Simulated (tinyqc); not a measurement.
Luttinger-Kohn k.p, four valence bands, step by step. One step of it, computed by the program tinyqc.

Question. Hole masses. E = c [g1 k^2 -/+ 2 sqrt(g2^2 k^4 + 3 (g3^2 - g2^2)(kx^2 ky^2 + ky^2 kz^2 + kz^2 kx^2))] with c = hbar^2/2m, and m* = hbar^2 k^2 / (2 E).

Luttinger parameters chosen for this model; energies are counted downward from the top of the valence band:
```
parameter      value  unit
g1         16.630000
g2          5.630000
g3          7.820000
```

Give: Masses.

Answer.

Masses (electron masses):
```
direction  heavy  light
[100]      0.186  0.036
[110]      0.510  0.032
[111]      1.010  0.031
```
